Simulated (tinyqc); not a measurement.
n-type polysilicon, carrier trapping at grain boundaries: two steps of the calculation.

One-dimensional grains of size Lg, uniform ionised doping N, monovalent traps Qt at each boundary at a depth Et below (for electrons) or above (for holes) the band edge there, abrupt depletion of width W on each side of a boundary, Boltzmann statistics. xi is the distance from the band edge at the grain centre to the Fermi level. Trapped charge Qt/(1 + exp((xi + VB - Et)/Vt)) = 2 N W, barrier VB = q N W^2/(2 eps0 eps_r).

Parameters, values chosen for the exercise; values of the order met in polycrystalline silicon:
- T = 300 K (temperature)
- eps_r = 11.7 (relative permittivity)
- NB = 2.8e19 cm^-3 (conduction-band density of states at T)
- Lg = 120 nm (grain size)
- Qt = 6.6e11 cm^-2 (trap density of a grain boundary)
- Et = 0.45 eV (depth of the trap level from the majority band edge at the boundary)
- ms = 0.4 m0 (mass for thermionic emission)
- fe = 0.25 (correction factor of the emission rate)
- mug = 51 cm^2/(V s) (mobility inside the grains)
- N = 1.2e16 cm^-3 (doping)

Constants: q = 1.602176634e-19 C, kB = 1.380649e-23 J/K, m0 = 9.1093837015e-31 kg, Vt = kB T/q, eps0 = 8.8541878128e-14 F/cm where lengths are in cm. Results are converted to the units shown.

Question 1. Depletion width, Fermi level and barrier. If the trap equation with xi = Vt ln(NB/N) has a root W < Lg/2, the grain is partly depleted; otherwise W = Lg/2 and the trap equation gives xi = Et - VB + Vt ln(Qt/(N Lg) - 1). N* = Qt/Lg.

Wanted: N*; W; xi; VB; share of traps filled.

Answer 1.

N* = 5.5000e16 cm^-3
W = 60.000 nm
xi = 0.44959 V
VB = 0.033406 V
share of traps filled = 0.21818

N is 0.218 N*, and the grain is fully depleted; VB = 1.29 Vt.

Question 2. Resistivity and effective mobility. n0 = NB exp(-xi/Vt); mean density n0 (1 - 2 W/Lg) by charge balance in a partly depleted grain, and n0 (sqrt(pi)/2) erf(u)/u with u = sqrt(VB/Vt) in a fully depleted one; v = sqrt(kB T/(2 pi ms m0)); barrier resistivity Vt exp(VB/Vt)/(q fe n0 v Lg); grain resistivity (1 - 2 W/Lg)/(q n0 mug); effective mobility 1/(q mean density total resistivity).

W = 60 nm
xi = 0.44958835 V
VB = 0.033406390 V

Give: n0; mean density; v; barrier resistivity; grain resistivity; resistivity; effective mobility.

Answer 2.

n0 = 7.8416e11 cm^-3
mean density = 5.4537e11 cm^-3
v = 4.2534e6 cm/s
barrier resistivity = 58711 ohm cm
grain resistivity = 0.0000 ohm cm
resistivity = 58711 ohm cm
effective mobility = 194.93 cm^2/(V s)

The resistivity is 5760 times that of a single crystal with the same N and mobility mug, and the mean density is 0.00454 % of N. The effective mobility exceeds mug only because drift through the depleted grain is left out.

Computed by the program tinyqc: `OMP_NUM_THREADS=1 python tinyqc.py 2830014 2830015 out.jsonl`, one thread of a shared Intel Xeon 2.30GHz, about 0.01 s for the whole run.
